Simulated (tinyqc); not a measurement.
# MOSFET in saturation, small-signal circuit and noise, step by step

Computed by the program tinyqc: `OMP_NUM_THREADS=1 python tinyqc.py 2150151 2150152 out.jsonl`, one thread of a shared Intel Xeon 2.30GHz, about 0.01 s for the whole run. Printed values are rounded.

Bias by the inversion coefficient IC = I/Ispec (charge-based model with velocity saturation; weak inversion below 0.1, strong above 10). Common-source circuit: gm, gds, Cgs, Cgd and Cj at the inner nodes, Rg in series with the gate; quasi-static, no source or drain resistance, no gate-body capacitance, no substrate network, no induced gate noise, so fmax is an upper estimate.

Values chosen for this exercise: temperature T = 300 K; gate length L = 90 nm; total gate width W = 40 um; gate capacitance Cox = 1.68 uF/cm^2; mobility mu = 190 cm^2/(V s); slope factor n = 1.4; velocity-saturation length Ls = 10 nm; ratio gds/gm sg = 0.031; overlap and fringe capacitance per side Cov = 0.29 fF/um; drain junction capacitance Cj = 0.44 fF/um; sheet resistance of the gate Rsh = 5 ohm; finger width Wf = 1 um; gate contact and vertical resistance Rc = 50 ohm um; inversion coefficient IC = 3.2; short-channel excess of the noise factor gw = 0.09; oxide trap density Nt = 1.3e17 cm^-3 eV^-1; tunnelling length into the oxide lt = 0.1 nm; Coulomb scattering coefficient ac = 3000 V s/C; signal frequency f = 1 GHz.

Constants: q = 1.602176634e-19 C, kB = 1.380649e-23 J/K, Vt = kB T/q. Results are converted to the units shown.

Range of the model: fmax exceeds 4 fT, where channel resistance and substrate losses, left out here, would cap it.

## Current, transconductance and gain

Ispec = 2 n mu Cox (W/L) Vt^2, lc = Ls/L, gms = [sqrt((lc IC + 1)^2 + 4 IC) - 1]/[2 + lc (lc IC + 1)], gm = gms Ispec/(n Vt), gds = sg gm.

Ispec = 265.477 uA
I = 849.526 uA
gms = 1.31400
gm = 9.63826 mS
gds = 0.298786 mS
gm/I = 11.3455 1/V

gm/I is 41.1 % of its weak-inversion limit 1/(n Vt); without velocity saturation (lc = 0) gms would be 1.36.

## Capacitances, gate resistance and cut-off frequencies

qs = [sqrt(1 + 4 IC) - 1]/2, Cgs = Cox W L qs (2 qs + 3)/(3 (qs + 1)^2) + Cov W, Cgd = Cov W, Cd = Cj W, Rg = Rsh (Wf/L)/(12 Nf) + Rc/W with Nf = W/Wf fingers (not rounded) contacted at both ends. fT = gm/(2 pi (Cgs + Cgd)), fmax = fT/(2 sqrt(Rg (gds + 2 pi fT Cgd))).

Cgs = 39.7407 fF
Cgd = 11.6 fF
Cd = 17.6 fF
Rg = 1.36574 ohm
fT = 29.8784 GHz
fmax = 256.878 GHz

Overlap and fringe make up 45.2 % of the gate capacitance; fmax is 8.60 times fT.

## Admittance matrix

Inner admittances at w = 2 pi f: y11 = i w (Cgs + Cgd), y12 = -i w Cgd, y21 = gm - i w Cgd, y22 = gds + i w (Cgd + Cd). Invert to Z, add Rg to Z11 and invert back to Y.

inner y (mS):
```
,1,2
1,0.00000+0.32258i,0.00000-0.07288i
2,9.63826-0.07288i,0.29879+0.18347i
```

Y with Rg (mS):
```
,1,2
1,0.00014+0.32258i,-0.00003-0.07288i
2,9.63822-0.07713i,0.29879+0.18443i
```

## Current gain and unilateral power gain

|h21| = |Y21/Y11|; U = |Y21 - Y12|^2/(4 [Re Y11 Re Y22 - Re Y12 Re Y21]). Extrapolated at 20 dB a decade: f |h21| and f sqrt(U).

|h21| = 29.8792
U = 65986.1
f |h21| = 29.8792 GHz
f sqrt(U) = 256.878 GHz

f |h21| is within 0.01 % of the formula for fT, and f sqrt(U) within 0.01 % of that for fmax.

## Noise at the gate

Channel noise Sid = 4 kB T gam n gm with gam = (1/2 + (2/3) qs)/(1 + qs) + gw lc IC, qs = [sqrt(1 + 4 IC) - 1]/2, lc = Ls/L (the last term an empirical rise with velocity saturation); at the gate, white noise Sw = Sid/gm^2 + 4 kB T Rg. Number fluctuation with correlated mobility: S(f) = K/f, K = q^2 Vt lt Nt/(W L Cox^2) (1 + ac mu Cox I/gm)^2, Vt in eV with Nt per eV. Corner fc = K/Sw. Full shot noise would be 2 q I.

gam = 0.627968
Sid = 1.40388e-22 A^2/Hz
Sid/(2 q I) = 0.515717
sqrt(Sw) = 1.23849 nV/Hz^0.5
K = 9.98434e-12 V^2
fc = 6.50929 MHz

The gate resistance gives 1.5 % of the white noise power.
